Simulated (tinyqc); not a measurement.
Inside a calculation: donors with valley-orbit split 1s states. Values are carried at full precision from step to step, so a last printed digit may differ when a step is redone from the rounded ones.

Each donor binds at most one electron, in any of its states. For a site s, W_s = sum over its states of g exp(E/kT), and the ionised share is 1/(1 + W_s exp(eta)), eta = (EF - Ec)/kT; n = Nc F_1/2(eta); neutrality n + NA = ND x (mean ionised share); holes are neglected. Nc from N = 2 (m kB T/(4 pi c))^(3/2) with c = hbar^2/2m0, in 1/angstrom^3; times 1e24 for 1/cm^3, m = md. F_j(eta) = (1/Gamma(j + 1)) integral_0^infinity x^j dx/(1 + exp(x - eta)), which tends to exp(eta) for eta << 0.

Constants: hbar^2/2m0 = 3.80998211 eV angstrom^2; kB = 8.617333262e-05 eV/K.

Inputs chosen for the exercise (near those of P in Si; shifted at random, so the results belong to these values and not to a real crystal):
- md = 1.055 m0 (density-of-states mass of the conduction band)
- E = (46, 33.8, 32.8) meV (binding energies of 1s(A1), 1s(T2), 1s(E))
- g = (2, 6, 4) (their degeneracies with spin)
- T = 300 K
- ND = 6.6e+15 1/cm^3 (donors)
- NA = 0 1/cm^3 (compensating acceptors, all ionised)
- mu0 = 65 cm^2/(V s) (mobility at heavy doping)
- mu1 = 1422 cm^2/(V s) (mobility at light doping and 300 K)
- Nr = 1e+17 1/cm^3 (reference doping)
- de = 0.72 (doping exponent)
- ga = 2.3 (temperature exponent)

## Partition sums of the neutral donor

Give each term g exp(E/kT), W_s, and the effective degeneracy W_s exp(-E_ground/kT).

Nc = 2.7193e+19 1/cm^3

terms: 1s(A1) 11.85, 1s(T2) 22.18, 1s(E) 14.23

W_s: donor 48.258

effective degeneracy: donor 8.143

The ground state alone would give 2 and all states together 12; here the excited states hold 75 % of the bound electrons.

## Neutrality

Solve for eta.

eta = -8.335
n = 6.52e+15 1/cm^3

ionised share: donor 0.989

n is 0.989 of ND - NA.

## Mobility and resistivity

Mobility (Caughey-Thomas form): mu = mu0 + (mu1 (T/300)^(-ga) - mu0)/(1 + ((ND + NA)/Nr)^de); rho = 1/(e n mu), e = 1.602176634e-19 C.

Compare with full ionisation, n = ND - NA.

mu = 1254.0 cm^2/(V s)
rho = 0.763 ohm cm
rho at full ionisation = 0.754 ohm cm

Incomplete ionisation raises rho by a factor 1.01.

## Checks

- n at ND = 1e13 1/cm^3 against the root of n^2 = (Nc/W)(ND - n) (1/cm^3): both 1.000e+13.

Run: tinyqc, `OMP_NUM_THREADS=1 python tinyqc.py 1680312 1680313 out.jsonl`; Intel(R) Xeon(R) Processor @ 2.30GHz, one thread, shared host; about 0.01 s of CPU time with all checks.
